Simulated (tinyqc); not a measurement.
## Pillar capacitor in an array: capacitance, non-linearity, leakage and relaxation: charge lost after writing

A film between two metal electrodes, each interface adding a series capacitance ci. The small-signal permittivity is ek (1 + aq E^2); the field is found with the linear permittivity. Leakage J = J0 sinh(E/Ef). After a voltage step the film passes a relaxation current kr C V tt^(-nr), tt being the time in seconds. The sidewall is a coaxial capacitor with radii a = dm/2 and b = dm/2 + t, depth AR dm; the end face is left out.

Planar film: Cf = eps0 ek/t, 1/C = 1/Cf + 2/ci, EOT = 3.9 eps0/C, effective permittivity C t/eps0, E = (V/t) C/Cf. A capacitor written for t0 and then left open loses, as a share of C V, kr (tt^(1 - nr) - t0^(1 - nr))/(1 - nr) by relaxation and J tt/(C V) by leakage; both are taken as small, and rows far outside that range are left out.

Values chosen for this exercise; permittivity of the order of that of strontium titanate: relative permittivity of the film ek = 139; film thickness t = 24 nm; capacitance of each electrode interface (dead layer and screening) ci = 1000 uF/cm^2; quadratic field coefficient of the permittivity aq = -0.068 cm^2/MV^2; bias V = 0.9 V; exponent of the relaxation current nr = 0.927; strength of the relaxation kr = 0.0046; leakage prefactor J0 = 8.8e-11 A/cm^2; field for an e-fold rise of the leakage Ef = 0.35 MV/cm; duration of the write pulse t0 = 2e-8 s.

Constants: eps0 = 8.8541878128e-14 F/cm where lengths are in cm. Results are converted to the units shown.

The same in every row: leakage current (nA/cm^2) = 0.1118.

Result of one run:

| tt (s) | relaxation current (nA/cm^2) | loss by relaxation (%) | loss by leakage (%) | total loss (%) |
|---|---|---|---|---|
| 0.1 | 177.6 | 3.599 | 2.448e-4 | 3.599 |

What becomes of these results when the time since the start of the write pulse tt is changed from 0.1 to 0.01 s, all else the same?

Result of the changed run:

| tt (s) | relaxation current (nA/cm^2) | loss by relaxation (%) | loss by leakage (%) | total loss (%) |
|---|---|---|---|---|
| 0.01 | 1501 | 2.775 | 2.448e-5 | 2.775 |

The whole series:

| tt (s) | relaxation current (nA/cm^2) | loss by relaxation (%) | loss by leakage (%) | total loss (%) |
|---|---|---|---|---|
| 1e-6 | 7.665e6 | 0.5710 | 2.448e-9 | 0.5710 |
| 1e-5 | 9.068e5 | 0.9917 | 2.448e-8 | 0.9917 |
| 0.0001 | 1.073e5 | 1.489 | 2.448e-7 | 1.489 |
| 0.001 | 1.269e4 | 2.078 | 2.448e-6 | 2.078 |
| 0.01 | 1501 | 2.775 | 2.448e-5 | 2.775 |
| 0.1 | 177.6 | 3.599 | 2.448e-4 | 3.599 |
| 1 | 21.01 | 4.574 | 0.002448 | 4.576 |
| 10 | 2.486 | 5.727 | 0.02448 | 5.752 |
| 100 | 0.2941 | 7.092 | 0.2448 | 7.337 |
| 1000 | 0.03480 | 8.706 | 2.448 | 11.15 |

The two currents are equal at tt = 284 s. The loss by relaxation grows from 0.571 to 8.71 %, by 0.421 points over the first decade and 1.61 over the last, while the loss by leakage grows tenfold a decade. Relaxation is the larger loss in every row.

Numbers from tinyqc (`OMP_NUM_THREADS=1 python tinyqc.py 2102049 2102050 out.jsonl`; about 0.01 s on one thread of a shared Intel Xeon 2.30GHz).
